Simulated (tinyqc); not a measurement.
# Long-channel MOSFET, surface-potential model: what changes with what

n-channel transistor on a uniformly doped p-type body, gradual-channel approximation, constant mobility, Boltzmann statistics, full ionisation. Potentials are counted from the neutral body; V is the electron quasi-Fermi potential, Vsb at the source and Vsb + Vds at the drain. Charges are magnitudes per area.

Parameters, values chosen for the exercise; material values close to those of silicon:

| symbol | value | unit | meaning |
|---|---|---|---|
| T | 300 | K | temperature |
| Eg | 1.13 | eV | band gap |
| eps_r | 11.9 |  | relative permittivity of the semiconductor |
| Nc | 2.83e19 | cm^-3 | conduction-band density of states at T |
| Nv | 2.69e19 | cm^-3 | valence-band density of states at T |
| Na | 6.3e15 | cm^-3 | acceptor density of the body |
| eox | 24.9 |  | relative permittivity of the gate insulator |
| tox | 170 | nm | insulator thickness |
| Vfb | -0.8 | V | flat-band voltage |
| mu | 190 | cm^2/(V s) | channel mobility |
| W | 5 | um | gate width |
| L | 0.5 | um | gate length |
| Vsb | 0.3 | V | source-body reverse bias |
| Vgs | 0.75 | V | gate-source voltage |
| Vds | 0.05 | V | drain-source voltage |

Constants: q = 1.602176634e-19 C, kB = 1.380649e-23 J/K, Vt = kB T/q, eps0 = 8.8541878128e-14 F/cm where lengths are in cm. Results are converted to the units shown.

Each table varies one quantity; the others keep the values above.

## Effect of the source-body reverse bias

ni = sqrt(Nc Nv) exp(-Eg/(2 Vt)), Eg in volts; phiF = Vt ln(Na/ni); Cox = eps0 eox/tox; gamma = sqrt(2 q eps0 eps_r Na)/Cox. The surface potential psi at channel potential V solves Vgs + Vsb - Vfb - psi = gamma sqrt(G), G = psi - Vt + Vt exp((psi - 2 phiF - V)/Vt). Charge sheet: Qi = Cox gamma [sqrt(G) - sqrt(psi - Vt)]; I = mu (W/L) [integral of Qi dpsi from psi_0 to psi_L (drift) + Vt (Qi0 - QiL) (diffusion)], with psi_0 at V = Vsb and psi_L at V = Vsb + Vds. VT = Vfb + 2 phiF + gamma sqrt(2 phiF + Vsb), m = 1 + gamma/(2 sqrt(2 phiF + Vsb)). The swing is 20 mV/log10[I(VT - 0.14 V)/I(VT - 0.16 V)] of the charge-sheet current at the given Vds.

The same in every row: gamma (V^0.5) = 0.3556.

Effect of the source-body reverse bias:
```
Vsb (V)  VT (V)      m  swing (mV/decade)  I at Vgs, Vds (uA)
0        0.1933  1.213              75.62               4.630
0.5      0.2855  1.163              70.80               3.643
1        0.3597  1.137              68.66               2.848
1.5      0.4235  1.120              67.39               2.174
2        0.4804  1.108              66.53               1.593
2.5      0.5323  1.099              65.90               1.092
3        0.5802  1.092              65.41              0.6739
```

As Vsb goes from 0 to 3 V, VT rises from 0.193 to 0.580 V, the swing falls from 75.6 to 65.4 mV a decade and the current falls from 4.63 to 0.674 uA. The swing is 4.7 % above m Vt ln 10 in the first row and 0.59 % above it in the last.

## Effect of the insulator thickness

Same model as above.

Result of one run:
```
tox (nm)  gamma (V^0.5)  VT (V)      m  swing (mV/decade)  I at Vgs, Vds (uA)
190              0.3975  0.2932  1.199              73.55               3.209
```

What becomes of these results when the insulator thickness tox is changed from 190 to 250 nm, all else the same?

Result of the changed run:
```
tox (nm)  gamma (V^0.5)  VT (V)      m  swing (mV/decade)  I at Vgs, Vds (uA)
250              0.5230  0.4185  1.262              77.63               1.585
```

The whole series:
```
tox (nm)  gamma (V^0.5)   VT (V)      m  swing (mV/decade)  I at Vgs, Vds (uA)
57               0.1192  0.01551  1.060              64.43               18.49
76               0.1590  0.05518  1.080              65.74               13.16
100              0.2092   0.1053  1.105              67.39               9.247
140              0.2929   0.1888  1.147              70.13               5.628
190              0.3975   0.2932  1.199              73.55               3.209
250              0.5230   0.4185  1.262              77.63               1.585
340              0.7112   0.6065  1.356              83.75              0.3368
```

As tox goes from 57 to 340 nm, VT rises from 0.0155 to 0.606 V, the swing rises from 64.4 to 83.7 mV a decade and the current falls from 18.5 to 0.337 uA. The swing is 2.1 % above m Vt ln 10 in the first row and 3.7 % above it in the last.

Numbers from tinyqc (`OMP_NUM_THREADS=1 python tinyqc.py 2360036 2360037 out.jsonl`; about 0.03 s on one thread of a shared Intel Xeon 2.30GHz).
